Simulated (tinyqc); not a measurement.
Chemically amplified photoresist: aerial image, acid generation, bake, development and line width: one step, computed by the program tinyqc. Command: `OMP_NUM_THREADS=1 python tinyqc.py 3018843 3018844 out.jsonl resist walk`. One thread of a shared host (Intel(R) Xeon(R) Processor @ 2.30GHz), about 0.02 s of CPU time with the checks.

Lines and spaces of pitch p with a two-beam-like image; x = 0 is the middle of the bright space. The resist is positive and treated as uniform in depth.

Problem. Space width and dose latitude. Dose E(x) = E [1 + c cos(2 pi x/p)]; acid h = 1 - exp(-C E(x)). Bake: the acid image is blurred by a Gaussian of variance sigma^2 = 2 D t (each Fourier term k of h, taken on 64 points, is multiplied by exp(-4 pi^2 k^2 D t/p^2)). The quencher then removes q, h_eff = max(h_blurred - q, 0); protection m = exp(-k_amp t h_eff). Mack rate r = r_max (a + 1)(1 - m)^n/(a + (1 - m)^n) + r_min, a = ((n + 1)/(n - 1))(1 - m_th)^n. Edge: vertical development clears the film where r t_d >= d; the space width is twice the x where r = d/t_d. Dose sensitivity = d ln(width)/d ln E from widths at 1.005 E and E/1.005; image log-slope at the edge = |d ln E/dx|, normalised by the width (NILS); latitude for 10 % of width = 10 %/sensitivity.

Inputs (values chosen for the exercise, for a model resist at 13.5 nm): pitch p = 42 nm; image contrast c = 0.73; mean dose E = 5.55 mJ/cm^2; Dill parameter C = 0.045 cm^2/mJ; quencher load q, relative to the acid generator = 0.11; acid diffusivity D = 0.086 nm^2/s; bake time t = 60 s; amplification rate k_amp = 0.057 1/s; threshold protection m_th = 0.52; development selectivity n = 12; largest rate r_max = 120 nm/s; smallest rate r_min = 0.019 nm/s; resist thickness d = 50 nm; development time t_d = 30 s.

Give: space width; dose sensitivity; NILS; dose latitude.

Solution.

space width = 19.589 nm

dose sensitivity = 1.0985

NILS = 1.9754

dose latitude = 9.1035 %

At the same width a resist without blur would give a sensitivity 2/NILS = 1.012; the blur multiplies it by 1.08. Caution: lateral development, standing waves and the joint diffusion of acid and quencher are left out, so widths are indicative.
